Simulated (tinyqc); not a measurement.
Input admittance of a MOSFET at zero drain bias: distributed channel and distributed gate: two steps of the calculation.

Source and drain grounded, strong inversion, w = 2 pi f, Cox = eps0 eox/tox. The channel is an RC line of resistance 1/(mu Cox Vo) per square fed from both ends, so one finger has the intrinsic admittance y = i w Cox L tanh(g)/g per width, g = (1/2) sqrt(i w tau), tau = L^2/(mu Vo). The vertical resistance rv/L is in series with y, the overlaps 2 i w Cov in parallel: y_t = 1/(1/y + rv/L) + 2 i w Cov. The gate strip is a line of Rsh/L per length loaded by y_t, so a finger has Y = y_t Wf tanh(k)/k, k = (Wf/sd) sqrt(y_t Rsh/L); the device has Nf Y.

Values chosen for this exercise; values of the order met in silicon radio-frequency transistors: relative permittivity of the gate insulator (close to silicon nitride) eox = 7.63; insulator thickness tox = 8.4 nm; channel length L = 0.16 um; finger width Wf = 14 um; number of fingers Nf = 4; channel mobility mu = 170 cm^2/(V s); gate overdrive Vo = 0.34 V; sheet resistance of the gate Rsh = 6 ohm/square; vertical resistivity of the gate stack rv = 0 ohm um^2; number of ends at which a finger is contacted sd = 1; overlap and fringe capacitance on each side Cov = 0.18 fF/um; frequency f = 26 GHz.

Constants: eps0 = 8.8541878128e-14 F/cm where lengths are in cm. Results are converted to the units shown.

Problem 1. Admittance of the channel and stack per width. tau, g, c = Cox L, y and y_t as defined.

Wanted: tau; g; c; y; y_t.

Solution 1.

tau = 4.429 ps
g = 0.3007+0.3007i
c = 1.287 fF/um
y = 12.6+209.3i uS/um
y_t = 12.6+268.1i uS/um

w tau = 0.724, and Im y is 0.996 of w c.

Problem 2. Input impedance of the device. k and Y as defined; Z = 1/(Nf Y) = R + 1/(i w C); Q = |Im Z|/R; signal at the point farthest from a contact |1/cosh k|.

y_t = 12.60831+268.11509i uS/um

Find: k; Nf Y; R; C; Q; signal at the far point.

Solution 2.

k = 1.0162+0.9696i
Nf Y = 6.2896+9.9187i mS
R = 45.597 ohm
C = 85.130 fF
Q = 1.5770
signal at the far point = 0.75357

Program tinyqc, `OMP_NUM_THREADS=1 python tinyqc.py 2262071 2262072 out.jsonl`; Intel Xeon 2.30GHz, shared host, one thread, about 0.01 s.
